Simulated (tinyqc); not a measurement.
# Mobility and doping from two currents

Problem. A trap-free film with injecting contacts is fitted, with diffusion neglected, by J = q mu N V/Lf + (9/8) eps0 eps_r mu V^2/Lf^3. Find mu, N and the voltage at which both terms are equal.

Values chosen for this exercise:
- eps_r = 9.42 (relative permittivity)
- Lf = 530 nm (film thickness)

Constants: q = 1.602176634e-19 C, eps0 = 8.8541878128e-14 F/cm where lengths are in cm. Results are converted to the units shown.

J at 3.9 and 16 V (A/cm^2): [3.9137704, 34.359447]

Answer. J/V is a straight line in V: the slope gives mu and the intercept mu N.

mu = 0.0150 cm^2/(V s)
N = 1.40e16 cm^-3
crossover voltage = 6.71 V

Numbers from tinyqc (`OMP_NUM_THREADS=1 python tinyqc.py 2730029 2730030 out.jsonl`; about 0.06 s on one thread of a shared Intel Xeon 2.30GHz).
